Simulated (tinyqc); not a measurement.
X-ray reflectivity of a thin film on silicon: critical angles, Parratt recursion, fringes and roughness: one step, computed by the program tinyqc.

n = 1 - delta + i beta; the classical electron radius is r_e = 2.8179403e-6 nm. Layer 0 is vacuum, 1 the film, 2 the substrate.

Problem. Fringe period, contrast and decay. Far above the critical angle the period is d theta = lambda/(2 d), or 2 pi/d in q; the envelope runs between (|r_01| - |r_12 p|)^2 and (|r_01| + |r_12 p|)^2; contrast = 2 a b/(a^2 + b^2) with a = |r_01|, b = |r_12 p|; roughness factors on the amplitudes are about exp(-q^2 sigma^2/2).

Inputs (values chosen for the exercise, modelled on TaN on silicon, copper K-alpha radiation):

| quantity | value | unit |
|---|---|---|
| wavelength lambda | 0.15406 | nm |
| film thickness d | 28.2 | nm |
| roughness of the surface sigma_1 | 0.55 | nm |
| roughness of the interface sigma_2 | 0.4 | nm |

1000 r_01 = 10.16580-0.93296i

1000 r_12 = -12.52476+1.30710i

p = -0.6519601+0.3885734i

q = 4 pi sin(theta)/lambda = 2.434047 1/nm

Give: period in theta; period in q; contrast; roughness factor, surface; roughness factor, interface.

Solution.

period in theta = 0.1565 degrees

period in q = 0.2228 1/nm

contrast = 0.9978

roughness factor, surface = 0.4082

roughness factor, interface = 0.6225
